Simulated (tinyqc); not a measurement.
# Floating body of a partially depleted SOI transistor: body voltage and kink, step by step

Program tinyqc, `OMP_NUM_THREADS=1 python tinyqc.py 2182103 2182104 out.jsonl`; Intel Xeon 2.30GHz, shared host, one thread, about 0.2 s. Printed values are rounded.

Source at 0 V. Channel current Ic = 2 nf K Vt^2 [F(0) - F(Vd)](1 + la Vd), F(V) = ln^2(1 + exp((Vg - VT - nf V)/(2 nf Vt))), VT = VT0 - gb Vb. Saturation voltage Vs = 2 Vt sqrt(F(0)) + 3 Vt, excess Ve = (Vd - Vs + sqrt((Vd - Vs)^2 + 0.0004 V^2))/2, multiplication M1 = Ai Ve exp(-Bl/Ve). Each junction passes D(v) = J1 (exp(v/Vt) - 1) + J2 (exp(v/(2 Vt)) - 1). Bipolar current Ib = bb J1 (exp(Vb/Vt) - 1). The body settles where M1 (Ic + Ib) = D(Vb) + D(Vb - Vd) + Vb/Rb; drain current Id = (1 + M1)(Ic + Ib) - D(Vb - Vd).

Parameters, values chosen for the exercise; values of the order met in partially depleted silicon-on-insulator transistors: temperature T = 358 K; threshold at zero body voltage VT0 = 0.38 V; fall of the threshold per volt of body voltage gb = 0.22; slope factor nf = 1.23; gain factor per width K = 560 uA/(V^2 um); channel-length modulation factor la = 0.02 1/V; impact-ionisation prefactor Ai = 2.53 1/V; impact-ionisation voltage Bl = 6.6 V; diffusion saturation current of each junction J1 = 4.2e-11 uA/um; recombination saturation current of each junction J2 = 2.3e-7 uA/um; gain of the lateral bipolar transistor on the diffusion current bb = 1; resistance of a weak body tie to the source (1e9 stands for no tie, and the term is then dropped) Rb = 1e9 kohm um; gate voltage Vg = 0.61 V; drain voltage Vd = 1.7 V.

Constants: q = 1.602176634e-19 C, kB = 1.380649e-23 J/K, Vt = kB T/q. Results are converted to the units shown.

Range of the model: The multiplication law is an empirical form chosen for the exercise; self-heating and capacitive coupling to the body are left out, and the linear laws are rough once Vb passes about 0.7 V or M1 about 0.1.

## Starting value

Vb = 0.79 V.

Vb at the start = 0.79 V

## Iteration 1: new Vb

Current into the body I_in = M1 (Ic + Ib) - D(Vb - Vd), current out I_out = D(Vb) + Vb/Rb; f = ln(I_in/I_out), s = df/dVb by central differences over 1e-5 V, Vb(new) = Vb - f/s.

Ic = 38.4505 uA/um
Ve = 1.27893 V
M1 = 0.0185683
I_in = 0.817075 uA/um
I_out = 5.63689 uA/um
f = -1.93136
s = -27.9943 1/V
Vb after iteration 1 = 0.721009 V

## Iteration 2: new Vb

As before.

Ic = 35.6318 uA/um
Ve = 1.29121 V
M1 = 0.0196889
I_in = 0.713234 uA/um
I_out = 0.620701 uA/um
f = 0.138960
s = -30.9058 1/V
Vb after iteration 2 = 0.725505 V

## Iteration 3: new Vb

As before.

Ic = 35.8121 uA/um
Ve = 1.29041 V
M1 = 0.0196145
I_in = 0.715902 uA/um
I_out = 0.715867 uA/um
f = 4.92170e-5
s = -30.8817 1/V
Vb after iteration 3 = 0.725507 V

## Course of the iteration

Stop when the step is below 1e-10 V, or after 40 iterations.

Course of the iteration:
```
iteration  Vb before the step (V)  step (V)
1                            0.79   -0.0690
2                        0.721009   4.50e-3
3                        0.725505   1.59e-6
4                        0.725507  2.83e-13
```

Converged in 4 iterations.

## Drain current with floating and with grounded body

converged Vb = 0.725507 V

Id and VT at the converged Vb, Id at Vb = 0, their ratio, and the bipolar share Ib/(Ic + Ib).

VT = 0.220388 V
Id, floating = 37.2146 uA/um
Id, grounded = 13.2801 uA/um
ratio = 2.80228
bipolar share = 1.88089 %

The body rises to 0.726 V and lowers the threshold by 160 mV.
